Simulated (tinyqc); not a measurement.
Worked calculation: Brillouin zone and empty-lattice bands of the sc structure. Values are carried at full precision from step to step, so a last printed digit may differ when a step is redone from the rounded ones.

Primitive vectors a (1,0,0), a (0,1,0), a (0,0,1); one atom. Reciprocal vectors obey a_i.b_j = 2 pi delta_ij; k is given in units of 2 pi/a. Empty-lattice levels are c0 (2 pi/a)^2 |k + G|^2, c0 = hbar^2/2m0. Points: X = (0.5, 0, 0), M = (0.5, 0.5, 0), R = (0.5, 0.5, 0.5).

Constants: hbar^2/2m0 = 3.80998211 eV angstrom^2; a0 (Bohr radius) = 0.5291772105 angstrom.

Parameters, chosen for this exercise:

| symbol | value | unit | meaning |
|---|---|---|---|
| a | 4.347 | angstrom | lattice constant |
| Z | 1 |  | free electrons per atom |
| V1 | 0.18 | eV | atomic form factor on the shell that bounds the zone |

## Reciprocal lattice

Give b1, b2, b3, the cell volume, the zone volume (2 pi)^3/V and the energy unit c0 (2 pi/a)^2.

b1, b2, b3 as rows (2 pi/a):
```
        1       2       3
1  1.0000  0.0000  0.0000
2  0.0000  1.0000  0.0000
3  0.0000  0.0000  1.0000
```

cell volume = 82.143 angstrom^3
zone volume = 3.0197 1/angstrom^3
energy unit = 7.9598 eV

## Shells of G and Bragg planes

List the first six shells of G with their number, the structure factor |sum over atoms of exp(i G.tau)|/(atoms per cell), and the distance |G|/2 of the Bragg plane from Gamma.

Shells:

| \|G\|^2 ((2 pi/a)^2) | number | structure factor | \|G\|/2 (2 pi/a) |
|---|---|---|---|
| 1.0000 | 6 | 1.0000 | 0.5000 |
| 2.0000 | 12 | 1.0000 | 0.7071 |
| 3.0000 | 8 | 1.0000 | 0.8660 |
| 4.0000 | 6 | 1.0000 | 1.0000 |
| 5.0000 | 24 | 1.0000 | 1.1180 |
| 6.0000 | 24 | 1.0000 | 1.2247 |

No structure factor vanishes among these shells.

## The free-electron sphere

n = Z/V, kF = (3 pi^2 n)^(1/3), EF = c0 kF^2, rs = (3/(4 pi n))^(1/3)/a0; compare kF with |k| of the points on the zone surface.

n = 0.01217 1/angstrom^3
kF = 0.4924 2 pi/a
EF = 1.930 eV
rs = 5.096

Points:

| point | \|k\| (2 pi/a) | kF/\|k\| | lowest level (eV) | levels below EF |
|---|---|---|---|---|
| X | 0.5000 | 0.985 | 1.990 | 0 |
| M | 0.7071 | 0.696 | 3.980 | 0 |
| R | 0.8660 | 0.569 | 5.970 | 0 |

The sphere lies wholly inside the first zone; it comes closest to the surface at X (98 % of the way).

## Empty-lattice levels at Gamma, M and X

Give the five lowest values of |k + G|^2 with their degeneracy (spin not counted).

Levels:

| point | \|k + G\|^2 | degeneracy | E (eV) |
|---|---|---|---|
| Gamma | 0.0000 | 1 | 0.000 |
| Gamma | 1.0000 | 6 | 7.960 |
| Gamma | 2.0000 | 12 | 15.920 |
| Gamma | 3.0000 | 8 | 23.879 |
| Gamma | 4.0000 | 6 | 31.839 |
| M | 0.5000 | 4 | 3.980 |
| M | 1.5000 | 8 | 11.940 |
| M | 2.5000 | 8 | 19.900 |
| M | 3.5000 | 16 | 27.859 |
| M | 4.5000 | 12 | 35.819 |
| X | 0.2500 | 2 | 1.990 |
| X | 1.2500 | 8 | 9.950 |
| X | 2.2500 | 10 | 17.910 |
| X | 3.2500 | 8 | 25.869 |
| X | 4.2500 | 16 | 33.829 |

The lowest level is 4-fold at M and 2-fold at X: as many zones meet there, and these are the lowest sets at these points on which a weak potential acts.

## The gap at X

At X two waves k and k - G with G = 2k are degenerate at E0. With V = |V1| x structure factor of G the levels are E0 -/+ V, and the masses normal to the face are 1/(1 -/+ 2 E0/V).

structure factor = 1.0000
E0 = 1.990 eV

levels (eV): 1.810  2.170

masses normal to the face, lower and upper (m0): -0.0474  0.0433

EF of the free sphere, 1.93 eV, lies inside the gap: the surface meets the face and a neck opens, with nothing in the upper band here (EF = c0 (3 pi^2 n)^(2/3) for 1 electron a cell; its shift by the potential is neglected). The margin is small against the gap, so that shift, which lowers EF, could change this verdict.

## Checks

- a_i.b_j/(2 pi) against the unit matrix: they agree to 1e-10 or better.

tinyqc: `OMP_NUM_THREADS=1 python tinyqc.py 1850508 1850509 out.jsonl`; about 0.01 s, one thread, shared Intel(R) Xeon(R) Processor @ 2.30GHz.
